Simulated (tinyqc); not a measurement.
Polytypes by hexagonality, and a cubic inclusion as a quantum well: one step. The polarisation field.

Gap: E3 + (Es - E3) h/hs for h up to hs, then linear from Es to E2 at h = 1. Valence top Ev2 h and polarisation P2 h, both counted from 3C; Ec = Ev + gap.

A cubic inclusion of width L = N d in the host (h = 0.3333) is a well of depth V = Ec(host) - Ec(3C). Square well with mass mismatch: k tan(k L/2) = (m_w/m_b) q, k = sqrt(m_w E/c), q = sqrt(m_b (V - E)/c), c = hbar^2/2m0, lowest root. The depth of the level, V - E, is its binding, and the transition to the valence top of the host is gap(host) - (V - E). The step in polarisation gives a field |F| = |P|/(eps eps0) in a thin inclusion, eps0 = 8.8541878e-12 F/m.

Values chosen for the exercise (of the order of those of SiC; shifted at random, so the results belong to these values and not to a real crystal):
```
symbol  value    unit   meaning
E3      2.375    eV     gap of the cubic polytype
E2      3.355    eV     gap of 2H
Ev2     0.154    eV     valence top of 2H above that of 3C
P2      -0.0381  C/m^2  spontaneous polarisation of 2H
Es      3.257    eV     gap at the hexagonality hs
hs      0.5             hexagonality up to which the first line holds
eps     10.1            dielectric constant
```

L = 5.03000 angstrom

Problem. Give |F|, the drop |F| L, the bound charge |P|/e per cm^2 (e = 1.602176634e-19 C), and, as a first estimate, the shift -|F| L/2 of the transition for an electron centred in the layer and a hole in the host on the high side.

Give: |F|; drop; bound charge; estimated shift.

Solution.

|F| = 1.420 MV/cm
drop = 71.4 meV
bound charge = 7.93e+12 cm^-2
estimated shift = -35.7 meV

The drop is 11 % of the well depth. The host edge on the low side sinks by 36 meV against the centre, less than the 148 meV by which the flat well binds.

Program tinyqc; command `OMP_NUM_THREADS=1 python tinyqc.py 1850006 1850007 out.jsonl`; about 0.04 s on one thread of a shared Intel(R) Xeon(R) Processor @ 2.30GHz.
